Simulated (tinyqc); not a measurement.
Plane-wave Kohn-Sham cycle with exchange-only LDA in a layered model solid, step by step. One step of it, computed by the program tinyqc.

Task: Iteration 1: levels at that k. Diagonalise the Hermitian matrix.

H (hartree), order -2, -1, +0, +1, +2:
$$\begin{pmatrix}
0.026083 & -0.385000 & -0.110000 & 0.000000 & 0.000000 \\
-0.385000 & -0.170908 & -0.385000 & -0.110000 & 0.000000 \\
-0.110000 & -0.385000 & -0.224632 & -0.385000 & -0.110000 \\
0.000000 & -0.110000 & -0.385000 & -0.135091 & -0.385000 \\
0.000000 & 0.000000 & -0.110000 & -0.385000 & 0.097716
\end{pmatrix}$$

Give: eigenvalues.

Result:

eigenvalues (hartree): [-0.9402, -0.3794, 0.1044, 0.3804, 0.4279]
